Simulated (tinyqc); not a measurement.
Scattering of inversion-layer electrons by surface optical phonons of the gate insulator (remote phonon scattering): one step, computed by the program tinyqc. Command: `OMP_NUM_THREADS=1 python tinyqc.py 3112268 3112269 out.jsonl sophonon walk`. One thread of a shared host (Intel(R) Xeon(R) Processor @ 2.30GHz), about 0.02 s of CPU time with the checks.

One subband with the Fang-Howard envelope; insulator and channel are half-spaces, the gate is far away, and an interlayer only moves the polar surface away by t (its own modes and its permittivity contrast are left out).

Question. The electron gas. Density of states D = g_v m/(pi hbar^2); eta = E_F/(k_B T) = ln(exp(n/(D k_B T)) - 1); screening wave number q_s = e^2 D/(2 eps_0 eps_avg) x 1/(1 + exp(-eta)), eps_avg = (eps_s + eps_inf)/2; b = 3/z0.

Inputs (values chosen for the exercise, modelled on AlN on germanium):
```
quantity                                   value    unit
optical constant eps_inf                    4.82       -
constant of the channel eps_s               16.2       -
in-plane mass m                            0.119     m_0
valleys g_v                                    4       -
sheet density n                          1.4e+12  1/cm^2
mean distance of the electrons z0 = 3/b      2.5      nm
temperature T                                200       K
```

Constants: hbar^2/(2 m_0) = 3.80998212 eV angstrom^2; k_B = 8.617333262e-05 eV/K; e^2/(4 pi eps_0) = 14.39964548 eV angstrom.

Give: D; eta; q_s; b.

Answer.

D = 1.988e+14 1/(eV cm^2)

eta = -0.6840

q_s = 0.5741 1/nm

b = 1.2 1/nm
